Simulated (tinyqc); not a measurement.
Classical nucleation, growth and JMAK kinetics of crystallisation from a melt or glass: one step, computed by the program tinyqc.

A spherical nucleus cap on a flat wall with a sharp interface of isotropic energy gamma; lambda = Omega^(1/3) is the jump distance.

Problem. Critical nucleus. Driving force per volume: dG = H (T_m - T)/T_m. Shape factor f = (2 + cos theta)(1 - cos theta)^2/4. W(r) = f [4 pi r^2 gamma - (4/3) pi r^3 dG]; r* = 2 gamma/dG; W* = f 16 pi gamma^3/(3 dG^2); n* = f (4/3) pi r*^3/Omega.

Inputs (values chosen for the exercise, for a model substance):
```
quantity                      value        unit
melting point T_m              1770           K
heat of melting per volume H   1480      J/cm^3
interface energy gamma        0.145       J/m^2
atomic volume Omega            23.5  angstrom^3
temperature T                  1492           K
contact angle theta             110     degrees
```

Nucleation: on a flat wall. Driving force: Turnbull (linear).

Constants: e = 1.602176634e-19 C; k_B = 1.380649e-23 J/K.

Give: driving force dG; shape factor f; critical radius r*; barrier W*; atoms in the nucleus n*; W*/(k_B T).

Solution.

driving force dG = 232.45 J/cm^3

shape factor f = 0.74651

critical radius r* = 1.2476 nm

barrier W* = 4.4047 eV

atoms in the nucleus n* = 258.38

W*/(k_B T) = 34.259

The wall leaves r* unchanged and cuts the barrier to 74.7 % of the homogeneous value. W* equals n* Omega dG/2 = 4.405 eV.
